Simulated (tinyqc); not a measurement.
CCSD on RHF in the 6-31g basis, for H2, spin multiplicity 1, step by step. One step of it, computed by the program tinyqc.

Task: Iteration 1: building the Fock matrix. J_ij = sum D_kl (ij|kl), K_ij = sum D_kl (ik|jl); F = H + J - 0.5 K; E = tr D H + tr D J / 2 - 0.25 tr D K + E_nn.

D at the start, lower triangle:
```
           1H 1s     1H 2s     2H 1s     2H 2s
1H 1s   0.271029
1H 2s   0.296587  0.325167
2H 1s  -0.008897  0.003143  0.271029
2H 2s   0.003143  0.017552  0.296587  0.325167
```

core Hamiltonian H = T + V (hartree), lower triangle:
```
           1H 1s      1H 2s      2H 1s      2H 2s
1H 1s  -0.766784
1H 2s  -0.814299  -0.850038
2H 1s  -0.429491  -0.563600  -0.766784
2H 2s  -0.563600  -0.710335  -0.814299  -0.850038
```

Two-electron integrals (ij|kl) in chemists' order, unique and non-zero (hartree):
```
(11|11) 1.076566   (21|11) 0.578470   (21|21) 0.329423   (22|11) 0.587396
(22|21) 0.361304   (22|22) 0.453150   (31|11) 0.183369   (31|21) 0.107269
(31|22) 0.122090   (31|31) 0.048931   (32|11) 0.225649   (32|21) 0.141000
(32|22) 0.180432   (32|31) 0.070375   (32|32) 0.118734   (33|11) 0.502386
(33|21) 0.322844   (33|22) 0.433717   (33|31) 0.183369   (33|32) 0.338912
(33|33) 1.076566   (41|11) 0.338912   (41|21) 0.194295   (41|22) 0.215367
(41|31) 0.070375   (41|32) 0.095274   (41|33) 0.225649   (41|41) 0.118734
(42|11) 0.395929   (42|21) 0.246053   (42|22) 0.315861   (42|31) 0.096927
(42|32) 0.154683   (42|33) 0.395929   (42|41) 0.154683   (42|42) 0.243639
(43|11) 0.322844   (43|21) 0.205965   (43|22) 0.275917   (43|31) 0.107269
(43|32) 0.194295   (43|33) 0.578470   (43|41) 0.141000   (43|42) 0.246053
(43|43) 0.329423   (44|11) 0.433717   (44|21) 0.275917   (44|22) 0.374572
(44|31) 0.122090   (44|32) 0.215367   (44|33) 0.587396   (44|41) 0.180432
(44|42) 0.315861   (44|43) 0.361304   (44|44) 0.453150
```

nuclear repulsion = 0.50980463 hartree

Give: Coulomb J; exchange K; Fock matrix F; total energy of this density.

Result:

Coulomb J (hartree), lower triangle:
```
       1H 1s  1H 2s  2H 1s  2H 2s
1H 1s  1.309
1H 2s  0.778  0.935
2H 1s  0.309  0.486  1.309
2H 2s  0.486  0.721  0.778  0.935
```

exchange K (hartree), lower triangle:
```
       1H 1s  1H 2s  2H 1s  2H 2s
1H 1s  0.842
1H 2s  0.680  0.665
2H 1s  0.391  0.519  0.842
2H 2s  0.519  0.595  0.680  0.665
```

Fock matrix F (hartree), lower triangle:
```
        1H 1s   1H 2s   2H 1s   2H 2s
1H 1s   0.121
1H 2s  -0.377  -0.247
2H 1s  -0.316  -0.337   0.121
2H 2s  -0.337  -0.287  -0.377  -0.247
```

total energy of this density = -0.74503 hartree

This density is the starting one; it is not idempotent, so its energy is not variational and may lie below the converged one.
